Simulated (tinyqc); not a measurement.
Read current of a NAND string, cells in series solved by shooting: one step of the calculation.

Cells in series, numbered from 0 at the source line (0 V) to the bit line, each followed by a gap resistance Rg. A cell with gate Vg, threshold VT, source Vs and drain Vd passes I = 2 nf K Vt^2 [F(Vs) - F(Vd)]/(1 + th max(Vg - VT, 0)), F(V) = ln^2(1 + exp((Vg - VT - nf V)/(2 nf Vt))). The selected cell has Vg = Vr, the others Vg = Vp.

Problem. Node voltages for a trial current. For a trial current I start at 0 V and, cell by cell (the selected one is cell 3), solve for the drain: sqrt(F(Vd)) = sqrt(F(Vs) - I/k), k = 2 nf K Vt^2/(1 + th max(Vg - VT, 0)), Vd = [Vg - VT - 2 nf Vt ln(exp(sqrt F) - 1)]/nf, then add I Rg.

Values chosen for this exercise; values of the order met in vertical NAND strings:

| symbol | value | unit | meaning |
|---|---|---|---|
| T | 300 | K | temperature |
| K | 7.9 | uA/V^2 | gain factor of a cell |
| nf | 1.9 |  | slope factor |
| th | 0.08 | 1/V | mobility reduction factor |
| Rg | 4.4 | kohm | resistance of the gap between cells |
| Vbl | 0.5 | V | bit-line voltage |
| Vp | 6.3 | V | pass voltage |
| Vr | 2.52 | V | read voltage on the selected word line |

Constants: q = 1.602176634e-19 C, kB = 1.380649e-23 J/K, Vt = kB T/q. Results are converted to the units shown.

second trial current = 1.5 uA
thresholds from the source end, cell 0 to 4 (V): [-1.7, -1.7, -1.7, 1, -1.7]

Give: node voltage after each cell and gap, trial 2.

Solution.

node voltage after each cell and gap, trial 2, cell 0 to 4 (V): [0.04571, 0.09184, 0.1384, 0.3445, 0.3938]

Program tinyqc, `OMP_NUM_THREADS=1 python tinyqc.py 2142037 2142038 out.jsonl`; Intel Xeon 2.30GHz, shared host, one thread, about 0.5 s.
